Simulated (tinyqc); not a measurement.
Worked calculation: two-sublattice mean-field magnet: ferrimagnet, compensation points and susceptibility. Computed by tinyqc, a small Python program that keeps every step. Command: `OMP_NUM_THREADS=1 python tinyqc.py 3028075 3028076 out.jsonl ferri walk`. One thread of a shared host (Intel(R) Xeon(R) Processor @ 2.30GHz), about 0.01 s of CPU time with the checks. Intermediate numbers are printed to about 6 digits and carried at full precision; extremes and crossings named in words are read from the listed rows.

A random alloy A(1-x)B(x) with H = -sum over pairs J S_i.S_j. a = <S_A> and b = <S_B> are taken along z, a > 0. Exchange fields: h_A = (1 - x) zJ_AA a + x zJ_AB b, h_B = (1 - x) zJ_AB a + x zJ_BB b; a = S_A B_(S_A)(S_A h_A/(k_B T)) and likewise for b, with the Brillouin function B_S(y) = [(2S + 1)/(2S)] coth[(2S + 1) y/(2S)] - [1/(2S)] coth[y/(2S)].

Inputs (values chosen for the exercise, for a model ferrimagnet): spin S_A = 1; spin S_B = 1.5; g factor g_A = 2.1; g factor g_B = 2; fraction x of B sites = 0.2; z J_AA = 41.1 meV; z J_BB = 3 meV; z J_AB = -16 meV; T over T_c = 0.77; largest number of steps = 3000.

Constants: k_B = 8.617333262e-05 eV/K.

## Ordering temperature

Linearised, T (a, b) = M (a, b) with M_ij = S_i (S_i + 1) c_j zJ_ij/(3 k_B), c_A = 1 - x, c_B = x. T_c is the larger eigenvalue, and its eigenvector gives b/a at onset, (T_c - M_AA)/M_AB.

M (K), rows A, B:
$$\begin{pmatrix}
254.371 & -24.756 \\
-185.672 & 8.703
\end{pmatrix}$$

eigenvalues (K): [-8.765, 271.839]

T_c = 271.839 K

b/a at onset = -0.705613

T = 209.316 K

The antiferromagnetic A-B coupling raises T_c by 17 K over that of A alone.

## First step

Start from a = S_A, b = -S_B and apply the equations once.

h_A = 37.68 meV

h_B = -13.7 meV

new a = 0.864396

new b = -0.822051

## Self-consistent moments

Repeat from a = S_A, b = -S_B until a and b change by less than 1e-10.

Iteration:
```
step        a         b  largest change
1     1.00000  -1.50000     6.77949e-01
2     0.86440  -0.82205     1.01719e-01
3     0.79952  -0.72033     4.58103e-02
4     0.76833  -0.67452     2.26537e-02
5     0.75184  -0.65187     1.21061e-02
6     0.74275  -0.63976     6.71245e-03
...       ...       ...             ...
35    0.73072  -0.62411     8.99237e-10
36    0.73072  -0.62411     5.22149e-10
37    0.73072  -0.62411     3.03189e-10
38    0.73072  -0.62411     1.76049e-10
39    0.73072  -0.62411     1.02223e-10
40    0.73072  -0.62411     5.93579e-11
```

a = 0.730719

b = -0.624111

last change = 5.93579e-11

a is at 73 % and b at 42 % of saturation: the B spins feel the weaker field per spin and lose their order faster.

## Net moment and spin

Net moment m = (1 - x) g_A a + x g_B b in mu_B per site; net spin s = (1 - x) a + x b. At T = 0, a = S_A and b = -S_B. Effective g = m/s.

net moment m = 0.977964 mu_B

net spin s = 0.459753

m at T = 0 = 1.08 mu_B

effective g = 2.12715

A dominates at T, as at T = 0.

## Compensation temperatures

Net moment m = (1 - x) g_A a + x g_B b in mu_B per site; net spin s = (1 - x) a + x b. T_M: m = 0; T_A: s = 0; searched between 0.02 and 0.97 T_c, and given as 0 if there is no change of sign.

magnetic compensation T_M = 0 K

angular-momentum compensation T_A = 0 K

No compensation in this range.

## Moments against temperature

The formulas are those given above.

Sublattices:
```
T/T_c    T (K)    a/S_A    -b/S_B  m (mu_B)
0.05    13.592  1.00000  0.999994   1.08000
0.15    40.776  0.99998  0.986161   1.08827
0.30    81.552  0.99478  0.887417   1.13878
0.45   122.328  0.96358  0.745404   1.17157
0.60   163.104  0.88977  0.593602   1.13865
0.72   195.724  0.78837  0.469632   1.04268
0.84   228.345  0.62806  0.336447   0.85327
0.92   250.092  0.45882  0.229946   0.63285
0.97   263.684  0.28649  0.137958   0.39854
```

At 0.45 T_c A keeps 0.96 and B 0.75 of saturation. |m| first rises, to 1.172 at 0.45 T_c, because the minority sublattice falls faster (type P).

## Susceptibility above T_c

With a field B, T (a, b) = M (a, b) + (mu_B B/(3 k_B)) (g_A S_A (S_A + 1), g_B S_B (S_B + 1)). chi = m/B per site; C = mu_B [(1 - x) g_A^2 S_A (S_A + 1) + x g_B^2 S_B (S_B + 1)]/(3 k_B); the table gives C/chi, which tends to T - theta.

Inverse susceptibility:
```
T (K)    C/chi (K)  T - C/chi (K)
277.28       11.67        265.605
299.02       53.98        245.040
339.80      121.00        218.797
407.76      214.67        193.091
543.68      375.77        167.907
815.52      667.39        148.125
1359.20    1224.08        135.113
2718.39    2591.77        126.628
```

T - C/chi sinks from 266 K just above T_c to 127 K at 10 T_c, on its way to the asymptotic theta. The curve of 1/chi is a hyperbola that bends down to zero at T_c = 272 K, so a Curie-Weiss line fitted at high T misses T_c.

Checks made by the program: the fixed point (relative difference below 1e-10).
